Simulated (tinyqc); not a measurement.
Conduction-band anticrossing with a localised impurity level: sweeps and comparisons. A value that a table varies takes the place of the one given here.

Host conduction band EM(k) = Eg - al x + c k^2/mM, c = hbar^2/2m0, coupled to a flat level EI by V = C sqrt(x): H = [[EM, V], [V, EI]], E+/- = (EM + EI)/2 +/- sqrt((EM - EI)^2/4 + V^2). The host weight of a state at E is f = 1/(1 + V^2/(E - EI)^2), and its mass at k = 0 is mM/f. The gap is E-(0), the valence top staying at 0.

Constants: hbar^2/2m0 = 3.80998211 eV angstrom^2.

Parameters, chosen for this exercise (host near GaAs; not measured data): Eg = 1.496 eV (gap at Gamma to the s-like level); mM = 0.0676 m0 (mass of the host band); EI = 1.716 eV (impurity level, from the valence top of the host); C = 2.29 eV (coupling); al = 0.97 eV (linear shift of the host edge); x = 0.018 (impurity fraction); aM = 105 meV/GPa (pressure coefficient of the host edge); aI = 28 meV/GPa (pressure coefficient of the level).

## Impurity fraction

The last column is the bowing that a quadratic law would need at that x, (Eg - gap)/(x (1 - x)), with equal end gaps.

Results:

| x (%) | E- (eV) | E+ (eV) | gap (eV) | host weight of E- | mass of E- | bowing (eV) |
|---|---|---|---|---|---|---|
| 0.1 | 1.4734 | 1.7376 | 1.4734 | 0.918 | 0.0736 | 22.6 |
| 0.2 | 1.4540 | 1.7560 | 1.4540 | 0.867 | 0.0779 | 21.0 |
| 0.5 | 1.4064 | 1.8007 | 1.4064 | 0.785 | 0.0861 | 18.0 |
| 1.0 | 1.3450 | 1.8573 | 1.3450 | 0.724 | 0.0934 | 15.3 |
| 2.0 | 1.2510 | 1.9416 | 1.2510 | 0.673 | 0.1004 | 12.5 |
| 3.0 | 1.1757 | 2.0072 | 1.1757 | 0.650 | 0.1040 | 11.0 |
| 5.0 | 1.0524 | 2.1111 | 1.0524 | 0.627 | 0.1078 | 9.3 |
| 8.0 | 0.9026 | 2.2318 | 0.9026 | 0.612 | 0.1105 | 8.1 |

How do the results move?

The apparent bowing falls from 22.6 to 8.1 eV, so no single constant describes the gap: the part from the coupling goes as x while V is small against |EM - EI| and as sqrt(x) beyond (V = |Eg - EI| near x = 0.92 %), with the linear term al x on top; the fall of the gap goes as the power 0.89 of x between the first two rows and 0.62 between the last two. The mass of E- goes from 0.0736 to 0.1105, higher although the gap falls, against the usual k.p trend; with al = 0 the weight tends to 1/2 at large x.

## Pressure

Eg and EI move linearly with pressure; V is kept. The slope of E- is f aM + (1 - f) aI.

Results:

| P (GPa) | EM (eV) | EI (eV) | E- (eV) | E+ (eV) | host weight of E- | slope of E- (meV/GPa) |
|---|---|---|---|---|---|---|
| 0 | 1.4785 | 1.7160 | 1.2679 | 1.9266 | 0.680 | 80.4 |
| 1 | 1.5835 | 1.7440 | 1.3462 | 1.9813 | 0.626 | 76.2 |
| 2 | 1.6885 | 1.7720 | 1.4202 | 2.0403 | 0.567 | 71.7 |
| 3 | 1.7935 | 1.8000 | 1.4895 | 2.1040 | 0.505 | 66.9 |
| 4 | 1.8985 | 1.8280 | 1.5540 | 2.1725 | 0.443 | 62.1 |
| 5 | 2.0035 | 1.8560 | 1.6138 | 2.2457 | 0.383 | 57.5 |
| 6 | 2.1085 | 1.8840 | 1.6692 | 2.3234 | 0.328 | 53.3 |
| 7 | 2.2135 | 1.9120 | 1.7205 | 2.4050 | 0.280 | 49.5 |
| 8 | 2.3185 | 1.9400 | 1.7684 | 2.4901 | 0.238 | 46.3 |

What does this show, and why?

The unmixed levels cross at 3.08 GPa, where E+ - E- has its minimum 2V = 0.614 eV and the weights are 1/2. The slope of E- falls from 80 to 46 meV/GPa, between the limits aM = 105 and aI = 28, as the state turns impurity-like. The X valleys, which pass below the Gamma edge of the host at high pressure, are left out.

## What each parameter does

At k = 0. Each row changes one parameter from the base and keeps the others.

Results:

| case | E- (eV) | E+ (eV) | gap (eV) | mass (m0) |
|---|---|---|---|---|
| base | 1.2679 | 1.9266 | 1.2679 | 0.0994 |
| EI = 1.766 eV | 1.2831 | 1.9615 | 1.2831 | 0.0950 |
| al = 1.47 eV | 1.2617 | 1.9238 | 1.2617 | 0.0985 |
| Eg = 1.546 eV | 1.3011 | 1.9435 | 1.3011 | 0.1047 |
| C = 1.9465 eV | 1.3104 | 1.8841 | 1.3104 | 0.0956 |
| x = 0.0207 | 1.2453 | 1.9466 | 1.2453 | 0.1007 |
| mM = 0.07774 m0 | 1.2679 | 1.9266 | 1.2679 | 0.1143 |

How do the results move?

The largest shifts from the base row, up to three for each result and ties (the steps differ in size, so this ranks the rows, not the parameters). E- (eV): C +0.0425, Eg +0.0332, x -0.0226; unchanged at the printed digits by mM. E+ (eV): C -0.0425, EI +0.0348, x +0.0200; unchanged at the printed digits by mM. gap (eV): C +0.0425, Eg +0.0332, x -0.0226; unchanged at the printed digits by mM. mass (m0): mM +0.0149, Eg +0.0053, EI -0.0044.

Computed by tinyqc, a small Python program: `OMP_NUM_THREADS=1 python tinyqc.py 1050006 1050007 out.jsonl` (the numbers bound the seed that draws the inputs); one thread of a shared host (Intel(R) Xeon(R) Processor @ 2.30GHz), about 0.01 s for the whole set of steps.
